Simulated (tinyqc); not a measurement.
# From slope dx/dz at the local x back to time t

Model: interdiffusion in a binary couple: Darken equations, Kirkendall shift and Boltzmann-Matano analysis. Computed by tinyqc, a small Python program. Command: `OMP_NUM_THREADS=1 python tinyqc.py 3029490 3029491 out.jsonl darken inv`. One thread of a shared host (Intel(R) Xeon(R) Processor @ 2.30GHz), about 0.2 s of CPU time with the checks.

x is the mole fraction of B; the molar volume is constant, and the two halves are long enough to count as infinite.

Inputs (values chosen for the exercise, for a model alloy A-B):
```
quantity                            value   unit
tracer diffusivity D*_A(0)        6.5e-13  m^2/s
tracer diffusivity D*_B(0)        1.7e-13  m^2/s
slope k of ln D* with x              -2.3      -
regular-solution parameter W        0.017     eV
temperature T                        1370      K
left composition x_L                0.089      -
right composition x_R                0.39      -
composition x for the local step     0.22      -
```

Vacancy-wind correction: Manning, fcc.

Constants: k_B = 8.617333262e-05 eV/K.

Method:
- D*_i(x) = D*_i(0) exp(k x); thermodynamic factor Phi = 1 - 2 W x (1 - x)/(k_B T); with f0 = 0.7815, M0 = 2 f0/(1 - f0), den = M0 ((1 - x) D*_A + x D*_B): D_A = D*_A Phi [1 + 2 (1 - x)(D*_A - D*_B)/den], D_B = D*_B Phi [1 - 2 x (D*_A - D*_B)/den]; interdiffusion D~ = x D_A + (1 - x) D_B.
- With lambda = z/sqrt(t), the profile solves d/dlambda (D~ dx/dlambda) + (lambda/2) dx/dlambda = 0 with x = x_L and x_R far to the left and right; z = 0 is the original interface. It is solved as a boundary-value problem in y = lambda/sqrt(D~ at the mean composition) on -12 < y < 12 (collocation, tolerance 1e-8).
- Read from the profile: the position z(x), the area -int_(x_L)^x z dx and the slope.

Question. A run gave the result below. Find the time t, known to lie between 27000 and 59000 s.

slope dx/dz at the local x = 0.001078448 1/um

Answer.

Each step takes the trial c = (a f_b - b f_a)/(f_b - f_a), f being the result less the target and a, b, c the logarithms of the listed values; c replaces end b, the old b replaces a if the sign of f changed, and otherwise f_a is halved.

Scan of the range:
```
time t (s)  slope dx/dz at the local x (1/um)
27000                              0.00123102
30800                              0.00115258
35000                              0.00108122
39900                              0.00101265
45500                              0.00094829
51800                              0.00088876
59000                              0.00083276
```

False position (Illinois rule, in the logarithm of the input) inside the bracket:
```
step    end a    end b    trial  slope dx/dz at the local x (1/um)
1     35000.0  39900.0  35185.7                         0.00107836
2     35000.0  35185.7  35174.6                         0.00107853
3     35185.7  35174.6  35180.0                         0.00107845
4     35174.6  35180.0  35180.0                         0.00107845
```

Slope dx/dz at the local x falls at every point of a 13-point scan of the range (every second point is shown), so one value fits; it is bracketed by 35000 and 39900. The scan shows a pure power law with exponent -0.5000, so scaling from any one row also gives the answer directly. Answer: time t = 35180 s.
